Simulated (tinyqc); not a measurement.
Shallow acceptor in the spherical four-band model: one step. Units and couplings. Four cases, with inputs chosen for the exercise.

Problem. Give Ry*, a*, mu, delta and the spherical masses 1/(g1 (1 -/+ mu)).

Units Ry* = Ry/(g1 eps^2) and a* = a0 eps g1; mu = (6 g3 + 4 g2)/(5 g1) is the spherical heavy-light coupling and delta = (g3 - g2)/g1 the cubic term, which is left out.

Constants: Ry = 13.60569312 eV; a0 (Bohr radius) = 0.5291772105 angstrom.

Case 1.

Values chosen (near those of a shallow acceptor in InP; shifted at random, so the results belong to these values and not to a real crystal): g1 = 5.07 (Luttinger gamma1); g2 = 1.6 (gamma2); g3 = 2.1 (gamma3); eps = 12.5 (dielectric constant).

Case 2.

Values chosen (near those of a shallow acceptor in GaP, where the small spin-orbit splitting and strong warping make this model rough; shifted at random, so the results belong to these values and not to a real crystal): g1 = 4.05 (Luttinger gamma1); g2 = 0.49 (gamma2); g3 = 1.25 (gamma3); eps = 11.1 (dielectric constant).

Case 3.

Values chosen (near those of a shallow acceptor in AlAs; shifted at random, so the results belong to these values and not to a real crystal): g1 = 3.77 (Luttinger gamma1); g2 = 0.83 (gamma2); g3 = 1.41 (gamma3); eps = 10.1 (dielectric constant).

Case 4.

Values chosen (near those of a shallow acceptor in GaAs; shifted at random, so the results belong to these values and not to a real crystal): g1 = 6.97 (Luttinger gamma1); g2 = 2.05 (gamma2); g3 = 2.95 (gamma3); eps = 12.6 (dielectric constant).

Give: Ry*; a*; mu; delta; heavy and light mass.

Solution.

Case 1.

Ry* = 17.175 meV
a* = 33.54 angstrom
mu = 0.7495
delta = 0.0986

heavy and light mass (m0): 0.7874  0.1127

A hydrogen model with the heavy mass would bind by Ry*/(1 - mu) = 68.6 meV and with the light mass by 9.8 meV. delta/mu = 0.13: the cubic term is a modest correction.

Case 2.

Ry* = 27.266 meV
a* = 23.79 angstrom
mu = 0.4672
delta = 0.1877

heavy and light mass (m0): 0.4634  0.1683

A hydrogen model with the heavy mass would bind by Ry*/(1 - mu) = 51.2 meV and with the light mass by 18.6 meV. delta/mu = 0.40: the cubic term is not small, so the spherical result is a first estimate.

Case 3.

Ry* = 35.378 meV
a* = 20.15 angstrom
mu = 0.6249
delta = 0.1538

heavy and light mass (m0): 0.7072  0.1632

A hydrogen model with the heavy mass would bind by Ry*/(1 - mu) = 94.3 meV and with the light mass by 21.8 meV. delta/mu = 0.25: the cubic term is a modest correction.

Case 4.

Ry* = 12.296 meV
a* = 46.47 angstrom
mu = 0.7432
delta = 0.1291

heavy and light mass (m0): 0.5587  0.0823

A hydrogen model with the heavy mass would bind by Ry*/(1 - mu) = 47.9 meV and with the light mass by 7.1 meV. delta/mu = 0.17: the cubic term is a modest correction.

Computed by tinyqc, one run a case: `OMP_NUM_THREADS=1 python tinyqc.py N N+1 out.jsonl` with N = 1250645, 1250736, 1250756, 1250863; one thread of a shared Intel(R) Xeon(R) Processor @ 2.30GHz, about 0.07 s a run at most.
